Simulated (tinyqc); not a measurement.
From results back to parameters: Lorentz oscillators and the Kramers-Kronig relations. Four cases, with inputs chosen for the exercise.

Problem. Below the gap a single undamped oscillator gives n^2 - 1 = Eo Ed/(Eo^2 - E^2) (Wemple-DiDomenico). Two refractive indices were computed from hidden Eo and Ed.

Find: Eo; Ed; n at E = 0.
Method. 1/(n^2 - 1) = Eo/Ed - E^2/(Eo Ed) is a straight line in E^2: slope -1/(Eo Ed), intercept Eo/Ed.

Case 1.

Values chosen: Ea = 1.05 eV; Eb = 1.82 eV.
n(Ea) = 1.899628
n(Eb) = 1.927141

Solution.

Eo = 7.62 eV
Ed = 19.5 eV
n at E = 0 = 1.887

Case 2.

Values chosen (out of a larger set: line positions loosely like those of Si; Lorentz tails absorb below the gap, where the real solid is clear; not measured data): Ea = 1.07 eV; Eb = 2.27 eV.

n(Ea) = 3.654044
n(Eb) = 4.142683

Solution.

Eo = 4.26 eV
Ed = 49.3 eV
n at E = 0 = 3.546

Case 3.

Values chosen: Ea = 0.87 eV; Eb = 2.08 eV.
n(Ea) = 1.885426
n(Eb) = 1.940151

Solution.

Eo = 6.92 eV
Ed = 17.4 eV
n at E = 0 = 1.875

Case 4.

Values chosen: Ea = 0.82 eV; Eb = 2.18 eV.
n(Ea) = 1.292167
n(Eb) = 1.298257

Solution.

Eo = 13.34 eV
Ed = 8.9 eV
n at E = 0 = 1.291

Computed by tinyqc, one run a case: `OMP_NUM_THREADS=1 python tinyqc.py N N+1 out.jsonl` with N = 1680813, 1680830, 1680846, 1680970; one thread of a shared Intel(R) Xeon(R) Processor @ 2.30GHz, about 0.2 s a run at most.
